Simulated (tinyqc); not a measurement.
Inside a calculation. Model: vertical double-diffused power MOSFET, components of the on-resistance.

tinyqc, about 0.01 s, one thread, Intel Xeon 2.30GHz (shared host): `OMP_NUM_THREADS=1 python tinyqc.py 2230039 2230040 out.jsonl` Printed values are rounded.

Stripe cells of pitch Wp + a, two channels a cell. Current flows through the channels, spreads in the accumulation layer, passes the gap between the p bodies and spreads at 45 degrees into the drift layer below them. Low drain voltage, full ionisation.

Inputs (values chosen for the exercise); bulk values close to those of 4H silicon carbide:
- T = 450 K (temperature)
- eps_r = 9.73 (relative permittivity)
- Kc = 22500 V/cm per (cm^-3)^(1/8) (critical-field constant)
- BV = 900 V (rated breakdown voltage of the drift layer)
- mud = 827 cm^2/(V s) (drift mobility at 300 K)
- bt = 2.1 (temperature exponent of the drift mobility)
- tox = 96 nm (gate oxide thickness (eps_r 3.9))
- Vov = 6 V (gate overdrive)
- mch = 29 cm^2/(V s) (channel mobility)
- mac = 190 cm^2/(V s) (accumulation-layer mobility)
- Lc = 1 um (channel length)
- Wp = 4.6 um (width of the p body in one cell, channels included)
- a = 4.7 um (gap between neighbouring p bodies)
- xp = 0.7 um (depth of the p body)
- Nj = 3 (doping of the gap over the drift doping)
- Vbi = 2.79 V (built-in voltage of the body junction)
- Rs = 0.55 mohm cm^2 (substrate and contact resistance)

Constants: q = 1.602176634e-19 C, eps0 = 8.8541878128e-14 F/cm where lengths are in cm. Results are converted to the units shown.

## Drift layer

Triangular field at breakdown with Ec = Kc N^(1/8): BV = eps0 eps_r Ec^2/(2 q N), so N = (eps0 eps_r Kc^2/(2 q BV))^(4/3); W = 2 BV/Ec; mu = mud (T/300 K)^(-bt); rho = 1/(q mu N); ideal resistance rho W.

N = 1.73590e16 cm^-3
Ec = 2.41059 MV/cm
W = 7.46706 um
mu = 352.951 cm^2/(V s)
rho = 1.01871 ohm cm
ideal resistance = 0.760677 mohm cm^2

## Components of the on-resistance

Pitch p = Wp + a, Cox = 3.9 eps0/tox; zero-bias depletion in the gap w0 = sqrt(2 eps0 eps_r Vbi/(q N Nj)), open gap g = a - 2 w0; R_ch = Lc p/(2 mch Cox Vov); R_acc = 0.6 a p/(4 mac Cox Vov), 0.6 being an empirical factor for current leaving the layer along its length; R_gap = (rho/Nj) xp p/g; spreading depth t = min(W, (p - g)/2); R_drift = (rho p/2) ln((g + 2 t)/g) + rho (W - t); R_on = the sum with Rs.

w0 = 0.240032 um
g = 4.21994 um
components (mohm cm^2): channel 7.42953, accumulation 1.59891, gap 0.0523847, drift 0.876237, substrate 0.55
R_on = 10.5071 mohm cm^2
shares (%): channel 70.7099, accumulation 15.2175, gap 0.4986, drift 8.3395, substrate 5.2346

The channel term is the largest. R_on is 13.8 times the ideal drift resistance, and spreading raises the drift term to 1.15 times it.
